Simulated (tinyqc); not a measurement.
Worked calculation: six-band hole subbands of a thin body in a field. Values are carried at full precision from step to step, so a last printed digit may differ when a step is redone from the rounded ones.

Constants: hbar^2/2m0 = 3.80998211 eV angstrom^2.

Values chosen for the exercise (near those of a p-type Si channel; the results hold for these values, not for the real material): S = (7.7, -2.18, 12.8) 1/TPa (compliances s11, s12, s44); sx = -1.5 GPa (stress along the channel [1-10], negative in compression); b = -2.13 eV (tetragonal potential); d = -4.73 eV (trigonal potential); g1 = 4.27 (Luttinger gamma1); g2 = 0.34 (gamma2); g3 = 1.45 (gamma3); face = 111 (surface); Dso = 0.045 eV (spin-orbit splitting); t = 80 angstrom (body thickness); F = 0 MV/cm (field across the body); kmax = 0.1 1/angstrom (end of the path).

## Strain and its block

exx = eyy = (s11 + s12) sx/2, ezz = s12 sx, exy = -s44 sx/4 (1 GPa/TPa = 1e-3). With e0 the traceless part, B_XX = 2b e0xx - b (e0yy + e0zz) and B_XY = sqrt(3) d exy.

strain:
```
           x          y         z
x  -0.004140   0.004800         0
y   0.004800  -0.004140         0
z          0          0  0.003270
```

B (eV):
```
          X         Y         Z
X   0.01578  -0.03932         0
Y  -0.03932   0.01578         0
Z         0         0  -0.03157
```

## Confinement masses without spin-orbit coupling

C(n n^T)/c has C_XX = (g1 + 4 g2) nx^2 + (g1 - 2 g2)(ny^2 + nz^2) and C_XY = 6 g3 nx ny, n the unit normal; its eigenvalues are the inverse masses along n.

C(n n^T)/c:
```
        X       Y       Z
X  4.2700  2.9000  2.9000
Y  2.9000  4.2700  2.9000
Z  2.9000  2.9000  4.2700
```

masses (m0): 0.7299  0.7299  0.0993

## The matrix for one sine at q = 0

Basis X, Y, Z times spin, hole energies counted downwards from the unstrained edge (the hydrostatic shift is left out), c = hbar^2/2m0. For a symmetric tensor T let C(T) have C_XX = L Txx + M (Tyy + Tzz), C_XY = N Txy (cyclic), L = c (g1 + 4 g2), M = c (g1 - 2 g2), N = 6 c g3. k = q + kz n, n the unit normal, q = k1 u + k2 v with u along the channel [1-10] and v = n x u. H = C(k k^T) + (Dso/3)(1 - L.sigma) - B + e F z with (L_k)_ij = -i epsilon_kij; B is the block C built from the traceless strain with 2b, -b and sqrt(3) d in place of L, M, N. Strain: exx = eyy = (s11 + s12) sx/2, ezz = s12 sx, exy = -s44 sx/4. Hard walls at z = 0 and t; basis sin(j pi z/t), j = 1 to Nz: kz^2 = (j pi/t)^2, kz = -i D with D_jl = 4 j l/(t (j^2 - l^2)), z_jj = t/2 and z_jl = -8 t j l/(pi (j^2 - l^2))^2 for j + l odd; 1 MV/cm = 0.01 eV/angstrom.

Nz = 1, in meV.

H (meV):
```
              X+            Y+      Z+            X-            Y-      Z-
X+         24.30  56.36+15.00i   17.04             0             0  -15.00
Y+  56.36-15.00i         24.30   17.04             0             0  15.00i
Z+         17.04         17.04   71.65         15.00       -15.00i       0
X-             0             0   15.00         24.30  56.36-15.00i   17.04
Y-             0             0  15.00i  56.36+15.00i         24.30   17.04
Z-        -15.00       -15.00i       0         17.04         17.04   71.65
```

## Its levels

Diagonalise; the levels come in pairs. Give each pair and its weights on X, Y, Z, summed over spin and averaged over the pair.

levels (meV): -35.79  48.66  107.39

weights:
```
   pair 1  pair 2  pair 3
X   0.491   0.217   0.292
Y   0.491   0.217   0.292
Z   0.017   0.566   0.416
```

## More sines

The four lowest pairs at q = 0.

Hole energies (meV):
```
Nz  pair 1  pair 2  pair 3  pair 4
1   -35.79   48.66  107.39       -
2   -35.79  -11.03   48.66   77.13
4   -35.79  -11.03   29.46   48.66
8   -35.79  -11.03   29.46   48.66
16  -35.79  -11.03   29.46   48.66
```

One sine is exact for the top subband, since without a field nothing joins different j at q = 0. The second pair lies 24.8 meV deeper.

## Dispersion of the top subband

Nz = 14; the two lowest levels (spin-split where the field breaks inversion), in meV from their value at q = 0.

Energies (meV):
```
|q| (1/angstrom)     u a     u b    v a    v b
0.025              18.97   18.97   2.25   2.25
0.050              69.35   69.35   8.07   8.07
0.075             106.58  106.58  16.90  16.90
0.100             118.15  118.15  28.75  28.75
```

From the mean of each pair in the first row, c q^2/E gives 0.13 m0 along u and 1.06 m0 along v. Without a field each pair stays degenerate. These masses hold for the first row only: the band bends further out.

## Checks

- Top level at q = 0 on (001) without field and stress against c (g1 - 2 g2)(pi/t)^2, eV: both 0.02109.
- Hermiticity, and E(q) against E(-q): they agree to 1e-10 or better.

Run: tinyqc, `OMP_NUM_THREADS=1 python tinyqc.py 1250421 1250422 out.jsonl`; Intel(R) Xeon(R) Processor @ 2.30GHz, one thread, shared host; about 0.6 s of CPU time with all checks.
